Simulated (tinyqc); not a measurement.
Tight binding, honeycomb lattice, step by step. One step of it, computed by the program tinyqc.

Problem. Bloch Hamiltonian at k. H_AB = -t1 (1 + exp(-i k.a1) + exp(-i k.a2)); H_AA = delta - 2 t2 sum cos(k.b + phi), H_BB = -delta - 2 t2 sum cos(k.b - phi), b = a1, a2 - a1, -a2.

Parameters chosen for this model:
```
parameter,value,unit
t1,1.860000,"eV, nearest"
t2,0.180000,"eV, second neighbours"
phi,1.570000,"rad, phase of t2 (Haldane)"
delta,0,"eV, +/- on A and B"
```

k point k (fractions of the reciprocal vectors): 0.450000  -0.140000

Give: H(k) at k.

Solution.

H(k) at k (eV):
```
,A,B
A,0.5819,-1.2766-0.8584i
B,-1.2766+0.8584i,-0.5812
```
